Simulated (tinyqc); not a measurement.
Three voltage laws: time-dependent dielectric breakdown: cell percolation, Weibull statistics, area scaling and voltage extrapolation. Computed by tinyqc, a small Python program. Command: `OMP_NUM_THREADS=1 python tinyqc.py 3002896 3002897 out.jsonl tddb walk`. One thread of a shared host (Intel(R) Xeon(R) Processor @ 2.30GHz), about 0.01 s of CPU time with the checks.

The oxide is divided into columns of area a^2, each holding m = t_ox/a cells (m is taken as continuous). A share lambda(t) = (t/t_1)^alpha of the cells is defective, and a column whose cells are all defective breaks down.

Inputs (values chosen for the exercise, for a model gate oxide):
```
quantity                                                   value  unit
oxide thickness t_ox                                         5.9    nm
defect cell size a                                           1.1    nm
exponent alpha of defect growth                             0.34     -
time t_1 at which the occupied share would reach 1       3.8e+07     s
test area A                                                   50  um^2
product area A_u                                           6e+06  um^2
stress voltage V                                            7.94     V
use voltage V_u                                              5.5     V
local exponent n = -d ln t/d ln V at the stress voltage       47     -
activation energy E_a                                       0.63    eV
stress temperature T                                         125     C
use temperature T_u                                          100     C
allowed failure fraction F                                0.0001     -
```

Voltage law used: power.

Constants: k_B = 8.617333262e-05 eV/K.

Method:
- Failure fraction F = 1 - (1 - lambda^m)^N with N = A/a^2 columns, which for small lambda^m is 1 - exp(-(t/t63)^beta) with beta = alpha m and t63 = t_1 N^(-1/beta); critical share lambda(t63) = N^(-1/m). 1 um^2 = 1e6 nm^2.
- All three voltage laws share the slope n at the stress voltage. Factor t(V_u)/t(V): E law exp(n (1 - V_u/V)); 1/E law exp(n (V/V_u - 1)); power law (V/V_u)^n.
- Temperatures in kelvin are T(C) + 273.15.
- Temperature factor exp[(E_a/k_B)(1/T_u - 1/T)]; area factor (A/A_u)^(1/beta); percentile factor (-ln(1 - F))^(1/beta); life = t63 x all four; 1 year = 3.15576e7 s.
- Life = t63 x voltage, temperature, area and percentile factors, the last three as above.

projected life = 0.0900521 years

voltage factor = 3.12261e+07

Log10 of the life in years:
```
V_u/V  V_u (V)    E law  1/E law  power law
1.00     7.940  -8.5400   -8.540     -8.540
0.95     7.543  -7.5194   -7.466     -7.493
0.90     7.146  -6.4988   -6.272     -6.389
0.80     6.352  -4.4577   -3.437     -3.985
0.70     5.558  -2.4165    0.208     -1.260
0.60     4.764  -0.3753    5.068      1.887
0.50     3.970   1.6659   11.872      5.608
0.40     3.176   3.7071   22.078     10.163
```

At V_u/V = 0.9 the laws differ by 0.23 decades at most, and at 0.5 by 10.2. The E law is the most cautious and the 1/E law the most hopeful. Ten years are reached at V_u/V = 0.533 (E), 0.681 (1/E), 0.627 (power). Caution: t_1 is an input here; in a real oxide it changes with thickness at fixed voltage. Caution: the rows at low voltage extrapolate over many decades and cannot be tested.
